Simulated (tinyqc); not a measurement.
Fully depleted semiconductor-on-insulator film with two gates, non-linear Poisson equation by Newton steps: threshold and coupling against the buried-oxide thickness.

One dimension across the film, front interface at x = 0, back interface at x = ts. psi is counted from the intrinsic level, n = ni exp(psi/Vt) (source grounded), holes neglected, acceptors ionised. Gates act through Cox = eps0 eox/tox and Cbox = 3.9 eps0/tb with potentials G1 = Vg - (phiM - chi - Vt ln(Nc/ni)) and G2 = Vb - (phiB - chi - Vt ln(Nc/ni)). Classical Boltzmann densities, no interface charge, no depletion in the back plane.

ni = sqrt(Nc Nv) exp(-Eg/(2 Vt)), Eg in volts. The Poisson equation eps0 eps_r d2psi/dx2 = q (n + Na), with -eps0 eps_r dpsi/dx = Cox (G1 - psi) at x = 0 and eps0 eps_r dpsi/dx = Cbox (G2 - psi) at x = ts, is solved on 300 equal intervals with half boxes at both ends; N_inv is the trapezoid sum of n. VT is the Vg for N_inv = 1e11 cm^-2; -dVT/dVb from the linearised equation. Limits with Cs = eps0 eps_r/ts: front channel Cs Cbox/(Cox (Cs + Cbox)), back channel Cbox (Cox + Cs)/(Cox Cs). Swing at N_inv = 1e8 cm^-2.

Inputs (values chosen for the exercise); band and dielectric values close to those of silicon: temperature T = 250 K; band gap Eg = 1.13 eV; relative permittivity eps_r = 11.6; conduction-band density of states at T Nc = 2.12e19 cm^-3; valence-band density of states at T Nv = 2e19 cm^-3; electron affinity chi = 4.01 eV; relative permittivity of the gate insulator (close to silicon dioxide) eox = 3.9; insulator thickness tox = 2.2 nm; film thickness ts = 12 nm; acceptor density of the film Na = 3.5e17 cm^-3; work function of the front gate phiM = 4.54 eV; work function of the back plane phiB = 5.06 eV; back-gate voltage Vb = 0.3 V.

Constants: q = 1.602176634e-19 C, kB = 1.380649e-23 J/K, Vt = kB T/q, eps0 = 8.8541878128e-14 F/cm where lengths are in cm. Results are converted to the units shown.

Result of one run:
```
VT (V),centroid/ts at VT,-dVT/dVb,front-channel limit,back-channel limit,swing (mV/decade)
0.666,0.0644,0.252,0.219,1.04,62.5
```

Which buried-oxide thickness (eps_r 3.9) tb gave this result: 6, 27, 73 or 200 nm?

tb = 6 nm.

The whole series:
```
tb (nm),VT (V),centroid/ts at VT,-dVT/dVb,front-channel limit,back-channel limit,swing (mV/decade)
6,0.666,0.0644,0.252,0.219,1.04,62.5
9.9,0.620,0.0841,0.187,0.158,0.630,59.3
16,0.583,0.111,0.135,0.110,0.390,56.7
27,0.552,0.150,0.0917,0.0709,0.231,54.4
45,0.530,0.192,0.0611,0.0449,0.139,52.8
73,0.516,0.229,0.0405,0.0286,0.0854,51.8
120,0.506,0.259,0.0259,0.0177,0.0520,51.0
200,0.500,0.280,0.0161,0.0108,0.0312,50.5
```

As tb goes from 6 to 200, VT falls from 0.666 to 0.500 V, the centroid rises from 0.0644 to 0.280 of ts and -dVT/dVb falls from 0.252 to 0.0161. The coupling covers 3.95 % of the way from the front-channel to the back-channel limit in the first row and 26.1 % in the last.

tinyqc, about 0.4 s, one thread, Intel Xeon 2.30GHz (shared host): `OMP_NUM_THREADS=1 python tinyqc.py 2190015 2190016 out.jsonl`
